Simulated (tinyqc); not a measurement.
What moves the results: Penn model of the dielectric constant and Phillips ionicity. A value that a table varies takes the place of the one given here.

n = 32/a^3; Ep^2 = 8 pi c e2 n with c = hbar^2/2m0, e2 = e^2/(4 pi eps0); EF = c (3 pi^2 n)^(2/3); eps = 1 + (Ep/Eg)^2 S with S = 1 - Eg/(4 EF) + (Eg/(4 EF))^2/3, Eg the Penn gap. Core d shells are left out.

Phillips: bond length d = sqrt(3) a/4; homopolar gap Eh = 39.74 d^(-2.48) eV (d in angstrom); Eg^2 = Eh^2 + C^2; ionicity fi = C^2/Eg^2.

Constants: hbar^2/2m0 = 3.80998211 eV angstrom^2; e^2/(4 pi eps0) = 14.39964547 eV angstrom.

Parameters, chosen for this exercise (out of a larger set: near those of ZnSe; not measured data): a = 5.675 angstrom (cubic lattice constant, 32 valence electrons a cell); C0 = 6.02 eV (ionic gap, held fixed); ei = 5.96 (high-frequency dielectric constant).

## Dielectric constant under pressure

The lattice constant is scaled by the factor listed; C = C0.

Results:
```
factor  Eh (eV)  Eg (eV)  Ep (eV)    eps     fi
0.94      4.983    7.815   17.049  5.076  0.593
0.96      4.730    7.656   16.519  4.973  0.618
0.98      4.494    7.512   16.016  4.864  0.642
0.99      4.382    7.446   15.774  4.808  0.654
1.00      4.274    7.383   15.538  4.751  0.665
1.01      4.170    7.323   15.307  4.693  0.676
1.02      4.070    7.266   15.083  4.634  0.686
1.04      3.878    7.161   14.650  4.515  0.707
```

d ln eps/d ln a = -1.21 around factor 1: eps rises under compression. Ep^2 goes as a^-3 and Eh^2 as a^-4.96; with C fixed Eg^2 goes as a^-1.66 at fi = 0.665, and leaving S aside the two powers balance at fi = 0.395. The slope is a difference of two powers and the model omits d shells and any change of C, so it is no prediction for a real crystal; eps from C0 (row 1.00) need not match a measured ei.

## What moves the Penn gap and the ionicity

Eg from ei; fi = 1 - (Eh/Eg)^2, printed even where negative. Each row changes one parameter from the base and keeps the others.

Results:
```
case                Ep (eV)  Eg (eV)  Eh (eV)     fi
base                 15.538    6.487    4.274  0.566
a = 5.788 angstrom   15.085    6.294    4.070  0.582
ei = 5.36            15.538    6.887    4.274  0.615
```

The largest shifts from the base row, up to three for each result and ties (the steps differ in size, so this ranks the rows, not the parameters). Ep (eV): a -0.453; unchanged at the printed digits by ei. Eg (eV): ei +0.400, a -0.193. Eh (eV): a -0.204; unchanged at the printed digits by ei. fi: ei +0.049, a +0.016. With the tabulated Phillips C of about 5.6 eV, fi would be 0.63; this model leaves out the d-shell factor.

Computed by tinyqc, a small Python program: `OMP_NUM_THREADS=1 python tinyqc.py 1652746 1652747 out.jsonl` (the numbers bound the seed that draws the inputs); one thread of a shared host (Intel(R) Xeon(R) Processor @ 2.30GHz), about 0.01 s for the whole set of steps.
